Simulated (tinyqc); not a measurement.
Phonon polaritons: single-oscillator infrared dielectric function of a polar cubic crystal. Computed by tinyqc, a small Python program. Command: `OMP_NUM_THREADS=1 python tinyqc.py 3005365 3005366 out.jsonl infrared walk`. One thread of a shared host (Intel(R) Xeon(R) Processor @ 2.30GHz), about 0.01 s of CPU time with the checks.

One ion pair, charges +Z* and -Z*, in a cell of volume Omega = a^3. Frequencies omega are given as wavenumbers (1/cm); eps_s is the static dielectric constant.

Inputs (values chosen for the exercise, modelled on caesium chloride):

| quantity | value | unit |
|---|---|---|
| lattice constant a | 4.12 | angstrom |
| mass M_A | 132.9 | u |
| mass M_B | 35.45 | u |
| omega_TO | 99.3 | 1/cm |
| Born charge Z* | 1.27 | e |
| eps_inf | 2.56 | - |

Structure: caesium chloride. Free carriers: absent.

Constants: nu for 1 eV/(angstrom^2 u) = 15.6333042 THz; 1 THz = 33.35640952 1/cm; e^2/(4 pi eps_0) = 14.39964548 eV angstrom.

Method. mu = M_A M_B/(M_A + M_B); ionic plasma term W^2 = 4 pi Z*^2 (e^2/(4 pi eps_0))/(Omega mu) in eV/(angstrom^2 u), turned into 1/cm by W = 15.6333042 x 33.35640952 x sqrt(W^2); omega_LO^2 = omega_TO^2 + W^2/eps_inf; eps_s = eps_inf + W^2/omega_TO^2; Szigeti charge 3 Z*/(eps_inf + 2); longitudinal (Callen) charge Z*/eps_inf. Transverse waves without damping obey Q^2 = omega^2 eps(omega), Q = wave vector/(2 pi) in 1/cm: eps_inf omega^4 - (eps_inf omega_LO^2 + Q^2) omega^2 + Q^2 omega_TO^2 = 0.

eps_s = 6.67255

omega_LO = 160.315 1/cm

Branches (1/cm):

| Q | lower branch | upper branch | Q/sqrt(eps_s) | Q/sqrt(eps_inf) |
|---|---|---|---|---|
| 26 | 10.033 | 160.8 | 10.1 | 16.250 |
| 77 | 28.988 | 164.9 | 29.8 | 48.125 |
| 150 | 52.236 | 178.2 | 58.1 | 93.750 |
| 260 | 74.823 | 215.7 | 100.7 | 162.500 |
| 380 | 86.313 | 273.2 | 147.1 | 237.500 |
| 640 | 94.471 | 420.4 | 247.8 | 400.000 |
| 1300 | 98.113 | 822.3 | 503.3 | 812.500 |
| 2600 | 99.002 | 1629.9 | 1006.5 | 1625.000 |

The lower branch starts as light slowed by sqrt(eps_s) (0.997 of that line) and ends at 0.997 omega_TO; the upper starts at 1.003 omega_LO and ends at 1.003 of the light line with eps_inf. No branch lies between omega_TO and omega_LO.
